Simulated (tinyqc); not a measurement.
Temperature: two-band k.p model of the X valleys of a zinc-blende crystal.

k along the valley axis, counted from X, c = hbar^2/2m0, e = c k^2/ml. H = [[e - D/2, i P k], [-i P k, e + D/2]] with P^2 = D0 c/ml, so E = e -/+ sqrt(D^2/4 + D0 e). For D = 0 (diamond lattice) the bands cross at X.

With x = D/D0: for x < 1 the minima lie at k_m = sqrt(ml D0 (1 - x^2)/(4 c)), the hump at X has the height dE = (D0/4)(1 - x)^2 and the mass at the minimum is ml/(1 - x^2); the mass at X is ml/(1 - 1/x), negative for x < 1. For x > 1 the minimum is at X.

Thermal masses along the axis for one X point, lower band, E from the minimum, on 1601 points from -0.8 to 0.8 1/angstrom: density-of-states mass m_d = c I^2/(pi kT), I = integral of exp(-E/kT) dk; conductivity mass m_c = 2 c kT/<(dE/dk)^2> with central differences.

Constants: hbar^2/2m0 = 3.80998211 eV angstrom^2; kB = 8.617333262e-05 eV/K.

Values chosen for the exercise (out of a larger set: of the order of those of AlAs; not measured data): D = 0.395 eV (splitting of the two conduction levels at X); D0 = 0.128 eV (coupling energy); ml = 0.667 m0 (mass along the axis from remote bands).

Thermal masses against T.

Results:

| T (K) | kT (meV) | m_d | m_c |
|---|---|---|---|
| 10 | 0.86 | 0.986 | 0.985 |
| 20 | 1.72 | 0.985 | 0.984 |
| 50 | 4.31 | 0.983 | 0.980 |
| 100 | 8.62 | 0.980 | 0.973 |
| 200 | 17.23 | 0.974 | 0.962 |
| 500 | 43.09 | 0.959 | 0.936 |

Give the missing row, T (K) = 300.

Computed row:
```
T (K)  kT (meV)    m_d    m_c
300       25.85  0.968  0.952
```

m_d goes from 0.986 to 0.959 and m_c goes from 0.985 to 0.936. Both start from the edge mass 0.987 and tend to ml = 0.667 for kT far above D0. 

(tinyqc, `OMP_NUM_THREADS=1 python tinyqc.py 1880132 1880133 out.jsonl`, Intel(R) Xeon(R) Processor @ 2.30GHz, 1 thread, shared host, about 0.01 s.)
